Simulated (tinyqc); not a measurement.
Strain, valley repopulation and piezoresistance in a many-valley conduction band: one step, computed by the program tinyqc. Command: `OMP_NUM_THREADS=1 python tinyqc.py 3015925 3015926 out.jsonl valleys walk`. One thread of a shared host (Intel(R) Xeon(R) Processor @ 2.30GHz), about 0.03 s of CPU time with the checks.

Valleys are ellipsoids with mass m_l along the axis a and m_t across it, parabolic, with one constant relaxation time; strain shifts the valleys and leaves the masses alone. Currents are taken along [110], along the load, and along [001], across the load.

Problem. Mobility tensor and resistance change. Mobility tensor mu = e tau sum_v (n_v/n) [1/m_t + (1/m_l - 1/m_t) a a^T]; unstrained mu_0 = e tau (1/m_l + 2/m_t)/3; resistivity along d from the inverse tensor, rho_d = d.mu^-1.d/(n e), mobility along d = 1/(d.mu^-1.d); gauge pi_d = (rho_d/rho_0 - 1)/X.

Inputs (values chosen for the exercise, modelled on silicon):

| quantity | value | unit |
|---|---|---|
| longitudinal mass m_l | 0.936 | m_0 |
| transverse mass m_t | 0.186 | m_0 |
| relaxation time tau | 58 | fs |
| temperature T | 350 | K |

Valley axes: <100> (6 valleys in 3 pairs). Load: uniaxial [110].

share of the electrons (per pair): x 0.4017104, y 0.4017104, z 0.1965792

Constants: e = 1.602176634e-19 C; m_0 = 9.1093837015e-31 kg.

Give: mobility tensor; unstrained mobility mu_0; mobility along the first direction; mobility along the second direction; resistance change along the first direction; resistance change along the second direction.

Solution.

mobility tensor (cm^2/(V s)):
```
       x      y      z
x  371.9    0.0    0.0
y    0.0  371.9    0.0
z    0.0    0.0  462.1
```

unstrained mobility mu_0 = 402.0 cm^2/(V s)

mobility along the first direction = 371.9 cm^2/(V s)

mobility along the second direction = 462.1 cm^2/(V s)

resistance change along the first direction = 8.080 %

resistance change along the second direction = -13.01 %

The mobility lies between e tau/m_l = 109 and e tau/m_t = 548; the trace stays at 3 mu_0. Along the first direction the filled valleys present more of their heavy mass. Caution: shear strain also changes the transverse masses of <100> valleys, which this model leaves out.
